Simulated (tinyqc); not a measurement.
Inside a calculation. Model: scattering of inversion-layer electrons by surface optical phonons of the gate insulator (remote phonon scattering). Computed by tinyqc, a small Python program that keeps every step. Command: `OMP_NUM_THREADS=1 python tinyqc.py 3113257 3113258 out.jsonl sophonon walk`. One thread of a shared host (Intel(R) Xeon(R) Processor @ 2.30GHz), about 0.02 s of CPU time with the checks. Intermediate numbers are printed to about 6 digits and carried at full precision; extremes and crossings named in words are read from the listed rows.

One subband with the Fang-Howard envelope; insulator and channel are half-spaces, the gate is far away, and an interlayer only moves the polar surface away by t (its own modes and its permittivity contrast are left out).

Inputs (values chosen for the exercise, modelled on SiO2 on silicon):
```
quantity                                   value        unit
static constant of the insulator eps_0s     3.88           -
intermediate constant eps_i                 3.07           -
optical constant eps_inf                     2.5           -
hbar omega_TO1                              55.2         meV
hbar omega_TO2                               137         meV
constant of the channel eps_s               11.7           -
in-plane mass m                            0.193         m_0
valleys g_v                                    2           -
sheet density n                          6.8e+11      1/cm^2
mean distance of the electrons z0 = 3/b      1.9          nm
interlayer thickness t                       1.2          nm
temperature T                                350           K
electron energy E                            110         meV
mobility from other processes                220  cm^2/(V s)
```

Screening by the channel electrons: static.

Constants: k_B = 8.617333262e-05 eV/K; hbar^2/(2 m_0) = 3.80998212 eV angstrom^2; e^2/(4 pi eps_0) = 14.39964548 eV angstrom; hbar = 6.582119569e-16 eV s; e = 1.602176634e-19 C; m_0 = 9.1093837015e-31 kg.

## Surface modes and strengths

eps(w) = eps_inf + (eps_0s - eps_i) w1^2/(w1^2 - w^2) + (eps_i - eps_inf) w2^2/(w2^2 - w^2). Surface modes solve eps(w) + eps_s = 0, a quadratic in w^2; the strength of a mode is g = 2/(w d eps/dw). Occupation N = 1/(exp(hbar w/(k_B T)) - 1).

hbar omega_SO (meV): 1 56.682, 2 139.751

strengths g: 1 0.00346423, 2 0.00277346

occupations N: 1 0.180210, 2 0.009815

hbar omega g (2 N + 1) (meV): 1 0.267130, 2 0.395203

The lower mode has the larger hbar omega g N, the prefactor of absorption before the dependence on q: 0.0354 and 0.00380 meV.

## The electron gas

Density of states D = g_v m/(pi hbar^2); eta = E_F/(k_B T) = ln(exp(n/(D k_B T)) - 1); screening wave number q_s = e^2 D/(2 eps_0 eps_avg) x 1/(1 + exp(-eta)), eps_avg = (eps_s + eps_inf)/2; b = 3/z0.

D = 1.61244e+14 1/(eV cm^2)

eta = -1.89664

q_s = 0.268122 1/nm

b = 1.57895 1/nm

## Squared matrix elements

For a mode of strength g, without the occupation factor, Area x |M(q)|^2 = e^2 hbar w g/(2 eps_0 q) x (b/(b + q))^6 exp(-2 q t) / (1 + (q_s/q) H(q))^2, H = (1 + 9 x/8 + 3 x^2/8)/(1 + x)^3, x = q/b.

Area x |M|^2 (meV^2 nm^2):
```
q (1/nm)  (b/(b + q))^6  exp(-2 q t)       mode 1       mode 2
0.05           0.829399     0.886920  7.11854e+02  1.40514e+03
0.10           0.691805     0.786628  8.40104e+02  1.65829e+03
0.20           0.488908     0.618783  6.23179e+02  1.23010e+03
0.30           0.352142     0.486752  3.72428e+02  7.35140e+02
0.50           0.191931     0.301194  1.16564e+02  2.30086e+02
0.80           0.085486     0.146607  2.05671e+01  4.05977e+01
1.20           0.033645     0.056135  2.37561e+00  4.68924e+00
```

## Rates at the energy E

Approximate momentum relaxation rate, taking tau v alike in the initial and final states: 1/tau = (m/(2 pi hbar^3)) sum over modes and over absorption (N, E' = E + hbar w) and emission (N + 1, E' = E - hbar w > 0) of [(1 - f(E'))/(1 - f(E))] int_0^(2 pi) Area |M(q)|^2 (1 - cos theta) d theta, q^2 = k^2 + k'^2 - 2 k k' cos theta, f the Fermi function; 48 midpoints in theta from 0 to pi.

rates (1/ps): mode 1 absorption 0.0039009, mode 1 emission 0.0554366, mode 2 absorption 0.0001773, mode 2 emission 0.0000000

tau at E = 16802.6 fs

## Mobility

mu = (e/m) int tau E f (1 - f) dE/(k_B T int f dE), by 300 midpoints from 0 to (max(eta, 0) + 14) k_B T; Matthiessen sum with the other processes.

remote-phonon mobility = 381539 cm^2/(V s)

total mobility = 219.873 cm^2/(V s)

loss of mobility = 0.0576279 %

Caution: a relaxation time is only an approximation for inelastic scattering, and static or no screening brackets the true dynamic screening only roughly.

## What an interlayer buys

The formulas are those given above.

Against the interlayer thickness:
```
t (nm)  remote-phonon mobility (cm^2/(V s))  total (cm^2/(V s))
0.0                             6.32305e+04             219.237
0.3                             1.02573e+05             219.529
0.6                             1.62686e+05             219.703
1.0                             2.90152e+05             219.833
1.5                             5.64775e+05             219.914
2.0                             1.03782e+06             219.953
3.0                             3.05543e+06             219.984
```

1 nm of interlayer raises the remote-phonon mobility by a factor 4.59, as exp(2 q t) with an effective q of 0.76 per nm; between 2 and 3 nm the effective q is 0.54. The total goes from 219 to 220 over the first nanometre.

Checks made by the program: sum of strengths against 1/(eps_s + eps_inf) - 1/(eps_s + eps_0s) (relative difference below 1e-10).
